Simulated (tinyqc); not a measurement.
The whole curve: space-charge-limited current through a thin insulating or semi-insulating film with traps. Computed by tinyqc, a small Python program. Command: `OMP_NUM_THREADS=1 python tinyqc.py 3015893 3015894 out.jsonl sclc walk`. One thread of a shared host (Intel(R) Xeon(R) Processor @ 2.30GHz), about 0.01 s of CPU time with the checks.

One ohmic injecting contact at x = 0 (field zero), drift only, non-degenerate free carriers.

Inputs (values chosen for the exercise, modelled on semi-insulating GaN): permittivity eps = 9.7; band mobility mu = 200 cm^2/(V s); effective density of states N_c = 2.5e+18 1/cm^3; trap density N_t = 3.6e+15 1/cm^3; equilibrium Fermi level below the band edge, E_0 = 0.85 eV; thickness d = 1400 nm; free density at the anode, in units of N_c = 6e-07; temperature T = 250 K; trap level E_t below the band edge = 0.25 eV.

Traps: single level.

Constants: k_B = 8.617333262e-05 eV/K; e = 1.602176634e-19 C; eps_0 = 8.8541878128e-12 F/m.

Method:
- Free density n_0 = N_c exp(-E_0/k_B T) in equilibrium; trapped density n_t(n) = N_t/(1 + n_1/n), n_1 = N_c exp(-E_t/k_B T).
- theta = n/(n + n_t) at the anode density; trap-filled-limit voltage V_TFL = e (N_t - n_t(n_0)) d^2/(2 eps eps_0).
- J = e mu n F and (eps eps_0/e) dF/dx = n - n_0 + n_t(n) - n_t(n_0) = rho(n). With F = J/(e mu n): d = (eps eps_0 J/(e^2 mu)) I_1 and V = (eps eps_0 J^2/(e^3 mu^2)) I_2, I_k = int_(n_L)^infinity dn/(n^(k+1) rho(n)), n_L the density at the anode; with u = n_L/n, 200 Gauss-Legendre points in t, u = 1 - (1 - t)^2.
- The last column is d ln J/d ln V up to the next row.

V_TFL = 6.58140 V

Current against voltage:
```
n_L (1/cm^3)       V (V)  J (A/cm^2)   slope
1.90e+01      3.6278e-12  1.8944e-23  1.7527
5.20e+02      3.9429e-10  7.0183e-20  1.9948
1.40e+04      1.0831e-08  5.2053e-17  1.9998
3.80e+05      2.9420e-07  3.8382e-14  2.0000
1.00e+07      7.7423e-06  2.6581e-11  2.0000
2.80e+08      2.1678e-04  2.0839e-08  2.0003
7.50e+09      5.8020e-03  1.4942e-05  2.0076
2.00e+11      1.5154e-01  1.0450e-02  2.1838
5.50e+12      2.6605e+00  5.4534e+00  4.2124
1.50e+14      7.7222e+00  4.8532e+02  3.3725
4.00e+15      2.8975e+01  4.1956e+04  2.1113
1.10e+17      5.4646e+02  2.0693e+07       -
```

The slope starts at 1.75, peaks at 4.2 between 2.66 and 7.72 V and ends at 2.11. Rows below 0.22 V (10 k_B T/e) are formal, since diffusion from the contact rules there. Self-heating is left out, although J V exceeds 1e5 W/cm^2 at the last row. The last rows ignore velocity saturation (mu V/d above 1e7 cm/s). Rows above 420 V are formal, since the mean field exceeds 3 MV/cm and breakdown sets in. The steep part is the filling of the level near V_TFL = 6.58 V, from which N_t can be read; below it a slope near 2, where the rows show one, belongs to the square law scaled by theta.

Extremes, crossings and ranges named in words are read from the listed rows.
